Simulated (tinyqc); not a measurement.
Which single mass stands for the valley: donor in an ellipsoidal valley (Kohn-Luttinger variational method). Computed by tinyqc, a small Python program. Command: `OMP_NUM_THREADS=1 python tinyqc.py 3028888 3028889 out.jsonl kohnlutt walk`. One thread of a shared host (Intel(R) Xeon(R) Processor @ 2.30GHz), about 0.05 s of CPU time with the checks.

H = -(d^2/dx^2 + d^2/dy^2) - gamma d^2/dz^2 - 2/r in units built on m_t, with gamma = m_t/m_l and z along the valley axis. One valley; no valley-orbit or central-cell term.

Inputs (values chosen for the exercise, for a model semiconductor): transverse mass m_t = 0.368 m_0; longitudinal mass m_l = 1.4 m_0; dielectric constant eps = 13.5.

Constants: Ry = 13.605693123 eV; a_0 = 0.529177210903 angstrom.

Method:
- Ry* = Ry m_t/eps^2, a* = a_0 eps/m_t, gamma = m_t/m_l.
- Trial function exp(-sqrt((x^2 + y^2)/a^2 + z^2/b^2)) with beta = b/a < 1: E = t/a^2 - u/a, t = (2 + gamma/beta^2)/3, u = 2 arcsin(sqrt(1 - beta^2))/sqrt(1 - beta^2); the best a is 2 t/u and E(beta) = -u^2/(4 t).
- Golden-section search on beta from 0.05 to 0.999, 60 steps.
- Gaussian basis: g = P exp(-al (x^2 + y^2) - be z^2) with P = 1 (s-like), z (2p0) or x (2p+-); al = 0.004 x 2.6^k, k = 0..11, and be/al = 1, gamma^(-1/2) or 1/gamma (36 functions); 1/r = (2/sqrt(pi)) int exp(-t^2 r^2) dt by 48 Gauss-Legendre points after t = sqrt(al_i + al_j) tan(theta); overlap eigenvalues below 1e-10 are dropped.
- A hydrogenic level is Ry m/eps^2 for one mass m; errors are against the Gaussian basis.

gamma = 0.262857

1s binding energy, Gaussian basis = 40.6305 meV

1s binding energy, trial function = 40.5924 meV

1s binding energy:
```
rule                                      mass (m_0)  binding (meV)  error (%)
transverse mass                               0.3680          27.47     -32.38
conductivity mass 3/(2/m_t + 1/m_l)           0.4879          36.42     -10.36
density-of-states mass (m_t^2 m_l)^(1/3)      0.5745          42.89       5.55
longitudinal mass                             1.4000         104.52     157.23
trial function with a and b                        -          40.59      -0.09
mass that fits 1s                             0.5443          40.63       0.00
```

The conductivity mass, which is what a spherical trial function (a = b) gives, falls short by 10.4 %, as a restricted variational bound must; the density-of-states mass is off by +5.6 %. The mass that fits lies between the two.

Extremes, crossings and ranges named in words are read from the listed rows.
